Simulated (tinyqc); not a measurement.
## Thermal resistances of a two-die stack

Inverse problem. Heat leaves through the lower die only, and the system is linear. Find the resistance R1 from the lower die to the coolant, R2 between the dies, and the rise of the upper die when both are powered.

Parameters, values chosen for the exercise: power of the lower die P1 = 16 W; power of the upper die P2 = 21 W.

rises of the lower and upper die with only the lower one powered (K): [8.32, 8.32]
rises of the lower and upper die with only the upper one powered (K): [10.92, 16.59]

Answer. With only the lower die powered no heat crosses R2, so both dies rise by P1 R1; the difference in the second test is P2 R2; rises add.

R1 = 0.520 K/W
R2 = 0.270 K/W
rise of the upper die = 24.9 K

Program tinyqc, `OMP_NUM_THREADS=1 python tinyqc.py 2162205 2162206 out.jsonl`; Intel Xeon 2.30GHz, shared host, one thread, about 0.02 s.
